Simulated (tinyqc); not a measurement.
Inside a calculation. Model: thermal and gravitational stress in a wafer during furnace and rapid thermal processing, and the onset of slip. Computed by tinyqc, a small Python program that keeps every step. Command: `OMP_NUM_THREADS=1 python tinyqc.py 3005164 3005165 out.jsonl slip walk`. One thread of a shared host (Intel(R) Xeon(R) Processor @ 2.30GHz), about 0.01 s of CPU time with the checks. Intermediate numbers are printed to about 6 digits and carried at full precision; extremes and crossings named in words are read from the listed rows.

A thin free disc in plane stress, isotropic; T(r) = T_centre + dT (r/R)^n. Stress is positive in tension; sigma_SB = 5.670374419e-8 W/(m^2 K^4), g = 9.80665 m/s^2.

Inputs (values chosen for the exercise, for a model wafer):
```
quantity                              value        unit
wafer radius R                          150          mm
thickness t                             775  micrometre
Young's modulus E                       161         GPa
Poisson ratio nu                       0.24           -
expansion alpha                         4.4      1e-6/K
edge less centre temperature dT          17           K
exponent n of the profile                 6           -
temperature T                          1175           K
prefactor A of the critical stress  0.00039         MPa
energy U of the critical stress        1.02          eV
density rho                            2330      kg/m^3
heat capacity c                         961    J/(kg K)
conductivity k                         28.8     W/(m K)
wafer spacing s                         4.6          mm
ramp rate                                24       K/min
radius of the support ring over R      0.97           -
```

Temperature profile: edge zone, power law.

Constants: k_B = 8.617333262e-05 eV/K.

## Thermal stress

With x = r/R: s_rr = alpha E dT (1 - x^n)/(n + 2), s_tt = alpha E dT [1 - (n + 1) x^n]/(n + 2).

Temperature and stresses at r/R = 0, 0.3, 0.5, 0.7, 0.8, 0.9, 0.95, 1:
```
r/R   T - T_centre (K)  s_rr (MPa)  s_tt (MPa)
0.00            0.0000     1.50535     1.50535
0.30            0.0124     1.50425     1.49767
0.50            0.2656     1.48183     1.34070
0.70            2.0000     1.32825     0.26563
0.80            4.4564     1.11073    -1.25698
0.90            9.0345     0.70535    -4.09468
0.95           12.4966     0.39878    -6.24064
1.00           17.0000     0.00000    -9.03210
```

hoop stress at the edge = -9.0321 MPa

r/R where s_tt = 0 = 0.723020

The hot edge is squeezed; the edge stress is n times that at the centre in size.

## Resolved stress round the edge

At the edge the stress is uniaxial along the tangent d = (cos phi, sin phi, 0) of a (001) wafer; the Schmid factor is the largest |(d.n)(d.b)| over the twelve {111}<110> systems.

Schmid factor and resolved stress at phi = 0, 7.5, 15, 22.5, 30, 37.5 and 45 degrees from [100]:
```
phi from [100] (degrees)  Schmid factor  resolved stress (MPa)
0.0                            0.408248                3.68734
7.5                            0.454124                4.10169
15.0                           0.482963                4.36217
22.5                           0.492799                4.45101
30.0                           0.482963                4.36217
37.5                           0.454124                4.10169
45.0                           0.408248                3.68734
```

The factor is 1/sqrt(6) = 0.408 along <100> and <110> and peaks at 0.4928 at 22.5 degrees, so slip, if any, starts at eight places between these directions.

## Slip criterion

Critical resolved stress tau_c = A exp(U/(k_B T)), a form chosen for the exercise; slip when 0.492799 |s_tt(R)| > tau_c; allowed |dT| = tau_c (n + 2)/(0.492799 n alpha E).

critical stress tau_c = 9.24743 MPa

resolved over critical stress = 0.481324

allowed |dT| = 35.3192 K

No slip; the margin is a factor 2.1.

## Ramp rate in a batch furnace

In a stack heated from the rim, heat flows inward by conduction and by radiation between wafers: k_eff = k + (16/3) sigma_SB T^3 s^2/t (a diffusion estimate with the spacing as path length). A steady ramp gives the parabolic lag dT = rho c (ramp) R^2/(4 k_eff); the allowed ramp uses n = 2.

k_eff = 42.1949 W/(m K)

lag of the centre = 119.399 K

allowed ramp rate = 10.6491 K/min

Radiation carries 32 % of the inward flow. The ramp is 2.25 of the allowed one.

## Gravity

Own weight q = rho g t on a ring of radius b R, x = r/R: moments of an edge-supported plate, M_r = q R^2 (3 + nu)(1 - x^2)/16 and M_t = q R^2 [(3 + nu) - (1 + 3 nu) x^2]/16, less the uniform moment inside the ring load, q R^2 [(1 - nu)(1 - b^2) - 2 (1 + nu) ln b]/8; stress at the lower face = 6 M/t^2.

stress at the centre = 0.746068 MPa

radial stress at the ring = -0.0122954 MPa

hoop stress at the ring = 0.343480 MPa

The largest of these is 0.040 tau_c when halved for shear. Point supports give far higher local stress than a ring.

## Position of the support ring

The formulas are those given above.

Stress at the lower face (MPa):
```
b        centre  radial at ring  hoop at ring  largest in size
0.40  -0.642211       -0.771171     -0.710671         0.771171
0.50  -0.332850       -0.534349     -0.439818         0.534349
0.60  -0.066295       -0.356454     -0.220330         0.356454
0.65   0.056101       -0.284433     -0.124677         0.284433
0.70   0.173064       -0.221875     -0.036595         0.221875
0.75   0.285606       -0.167768      0.044926         0.285606
0.80   0.394543       -0.121296      0.120703         0.394543
0.90   0.604153       -0.048705      0.257574         0.604153
1.00   0.805997        0.000000      0.378122         0.805997
```

Among these rows the largest stress is least, 0.222 MPa, for a ring at 0.7 R, 3.6 times below edge support: the overhang balances the sag of the centre. All values scale as R^2/t.

## Limits against temperature

The formulas are those given above.

For the parabolic profile:
```
T (K)  tau_c (MPa)  allowed |dT| (K)  k_eff (W/(m K))  allowed ramp (K/min)
1050       30.6796           175.764          38.3586               32.1175
1125       14.4698            82.898          40.5566               16.0161
1200        7.4968            42.949          43.0682                8.8118
1275        4.1965            24.042          45.9141                5.2585
1350        2.5055            14.354          49.1154                3.3585
1425        1.5794             9.048          52.6929                2.2713
1500        1.0426             5.973          56.6675                1.6124
```

From 1050 to 1500 K the allowed difference falls 29 times and the allowed ramp 20 times; radiation, which grows as T^3, gives back a factor 1.48. Ramps must slow as the wafer gets hotter.

Checks made by the program: force balance: the hoop stress integrates to zero (added to the edge stress) (relative difference below 1e-10).
